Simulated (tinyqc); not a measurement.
Chemical vapour deposition: Grove model, boundary layer, depletion and step coverage: one step, computed by the program tinyqc.

A precursor diffuses to the surface and reacts there at first order; each molecule that reacts adds one formula unit of film.

Question. Gas-phase and surface constants. k_s = k0 exp(-E/(k_B T)); C_g = Y p/(k_B T), 1 torr = 133.322 Pa; D = D0 (T/273.15)^1.75 (760/p). Temperatures in kelvin are T(C) + 273.15. Mean speed c = sqrt(8 k_B T/(pi M)); reactive sticking probability beta = 4 k_s/c.

Inputs (values chosen for the exercise, close to those used for silicon nitride (counted as SiN4/3)): prefactor k0 of k_s = 4.8e+08 cm/s; activation energy E = 1.82 eV; temperature T = 840 C; total pressure p = 0.3 torr; mole fraction of the precursor Y = 0.21; gas diffusivity D0 at 273.15 K and 760 torr = 0.34 cm^2/s; precursor mass M = 101 u.

Reactor: wafer stack, low pressure.

Constants: k_B = 1.380649e-23 J/K; u = 1.6605390666e-27 kg; k_B = 8.617333262e-05 eV/K.

Give: surface rate constant k_s; precursor density C_g; gas diffusivity D; mean speed c; sticking probability beta.

Answer.

surface rate constant k_s = 2.762 cm/s

precursor density C_g = 5.465e+14 1/cm^3

gas diffusivity D = 10068 cm^2/s

mean speed c = 48306 cm/s

sticking probability beta = 2.287e-04
